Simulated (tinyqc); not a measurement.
From entropy S back to temperature T: Born-von Karman spring model of a cubic crystal with one atom per cell. Computed by tinyqc, a small Python program. Command: `OMP_NUM_THREADS=1 python tinyqc.py 3005654 3005655 out.jsonl springs inv`. One thread of a shared host (Intel(R) Xeon(R) Processor @ 2.30GHz), about 0.1 s of CPU time with the checks.

First neighbours lie at a/2 (1,1,0) (12 of them), second at a (1,0,0) (6), with all permutations and signs; the volume per atom is Omega = a^3/4.

Inputs (values chosen for the exercise, for a model crystal):
```
quantity,value,unit
atomic mass M,157,u
radial spring k1L,1.2,eV/angstrom^2
transverse spring k1T,-0.093,eV/angstrom^2
radial spring k2L,0.34,eV/angstrom^2
transverse spring k2T,0.0052,eV/angstrom^2
mesh divisions n,6,-
```

Lattice: fcc.

Constants: nu for 1 eV/(angstrom^2 u) = 15.6333042 THz; h x 1 THz = 4.135667696 meV; k_B = 8.617333262e-05 eV/K; hbar^2/u = 4.18015928e-03 eV angstrom^2.

Method:
- A neighbour at R with unit vector n couples by the matrix K(R) = kL n n^T + kT (1 - n n^T), and D(q) = (1/M) sum_R K(R) [1 - cos(q.R)].
- An eigenvalue lambda of D in eV/(angstrom^2 u) gives nu = 15.6333042 THz x sqrt(lambda).
- Mesh: q = sum_i (m_i + 1/2)/n b_i, m_i = 0..n-1, with b = [[-1, 1, 1], [1, -1, 1], [1, 1, -1]] in 2 pi/a; sums are averages over the n^3 points, per atom.
- With x = h nu/(k_B T) and n = 1/(exp(x) - 1) for each mode: F = k_B T [x/2 + ln(1 - exp(-x))], U = k_B T x (n + 1/2), S/k_B = x n - ln(1 - exp(-x)), C/k_B = x^2 n (n + 1).
- <u_x^2> = (1/3) sum over modes of hbar^2/(2 M h nu) coth(x/2); zero-point energy = sum h nu/2. <u_x^2> converges slowly with the mesh, from below, with an error of order 1/n.

Task: A run gave the result below. Find the temperature T, known to lie between 340 and 590 K.

entropy S = 6.536666 k_B/atom

Result:

Each step takes the trial c = (a f_b - b f_a)/(f_b - f_a), f being the result less the target and a, b, c the logarithms of the listed values; c replaces end b, the old b replaces a if the sign of f changed, and otherwise f_a is halved.

Scan of the range:
```
temperature T (K),entropy S (k_B/atom)
340,6.13327
373,6.40807
409,6.68192
448,6.95305
491,7.22623
538,7.49900
590,7.77455
```

False position (Illinois rule, in the logarithm of the input) inside the bracket:
```
step,end a,end b,trial,entropy S (k_B/atom)
1,373.000,409.000,389.492,6.53661
2,409.000,389.492,389.500,6.53667
3,409.000,389.500,389.500,6.53667
4,389.500,389.500,389.500,6.53667
```

Entropy S rises at every point of a 13-point scan of the range (every second point is shown), so one value fits; it is bracketed by 373 and 409. Answer: temperature T = 389.5 K.
